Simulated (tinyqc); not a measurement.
From results back to parameters: Boltzmann transport in a parabolic band with a power-law relaxation time. Three cases, with inputs chosen for the exercise.

Problem. The Seebeck coefficient and the Hall density nH = n/rH are given; md is hidden (a Pisarenko analysis).

F_j(eta) = (1/Gamma(j + 1)) integral_0^infinity x^j dx/(1 + exp(x - eta)), which tends to exp(eta) for eta << 0.

n = N F_1/2(eta) with N = 2 (m kB T/(4 pi c))^(3/2) with c = hbar^2/2m0, in 1/angstrom^3; times 1e24 for 1/cm^3, m = md.

tau = tau0 x^r with x = E/kT. With K_j = Gamma(j + 1) F_j(eta): <tau> = tau0 (r + 3/2) K_(r+1/2)/((3/2) K_(1/2)); mu = <tau>/(mc m0/e), m0/e = 5.685630e-12 kg/C; Hall factor rH = (3/2) K_(1/2) (2r + 3/2) K_(2r+1/2)/((r + 3/2) K_(r+1/2))^2; Seebeck S = -(kB/e) [(r + 5/2) K_(r+3/2)/((r + 3/2) K_(r+1/2)) - eta]; Lorenz number L = (kB/e)^2 [(r + 7/2) K_(r+5/2)/((r + 3/2) K_(r+1/2)) - ((r + 5/2) K_(r+3/2)/((r + 3/2) K_(r+1/2)))^2]; kB/e in V/K. Valley anisotropy is left out of rH.

Constants: hbar^2/2m0 = 3.80998211 eV angstrom^2; kB = 8.617333262e-05 eV/K.

Find: eta; rH; n; md.

Method. S depends on eta alone and |S| falls steadily with it; eta gives rH and so n, and N = n/F_1/2(eta) gives md from N proportional to md^(3/2).

Case 1.

Values chosen (out of a larger set: masses near those of GaN; tau0 is set for a mobility of the usual size at this n, kL is a free input; freeze-out and phonon drag, which matter near 77 K, are left out; not measured data): r = 1.5 (exponent of tau); T = 400 K.

S = -726.205 microvolt/K
nH = 2.3323e+16 1/cm^3

Solution.

eta = -4.42
rH = 1.929
n = 4.5e+16 1/cm^3
md = 0.212 m0

Case 2.

Values chosen (out of a larger set: masses near those of GaAs; tau0 is set for a mobility of the usual size at this n, kL is a free input; freeze-out and phonon drag, which matter near 77 K, are left out; not measured data): r = -0.5 (exponent of tau); T = 400 K.

S = -414.044 microvolt/K
nH = 3.4077e+16 1/cm^3

Solution.

eta = -2.77
rH = 1.174
n = 4.0e+16 1/cm^3
md = 0.066 m0

Case 3.

Values chosen (out of a larger set: masses near those of InP; tau0 is set for a mobility of the usual size at this n, kL is a free input; freeze-out and phonon drag, which matter near 77 K, are left out; not measured data): r = 0.5 (exponent of tau); T = 300 K.

S = -111.064 microvolt/K
nH = 4.0935e+18 1/cm^3

Solution.

eta = 4.39
rH = 1.026
n = 4.2e+18 1/cm^3
md = 0.080 m0

Computed by tinyqc, one run a case: `OMP_NUM_THREADS=1 python tinyqc.py N N+1 out.jsonl` with N = 1651973, 1651984, 1651989; one thread of a shared Intel(R) Xeon(R) Processor @ 2.30GHz, about 0.02 s a run at most.
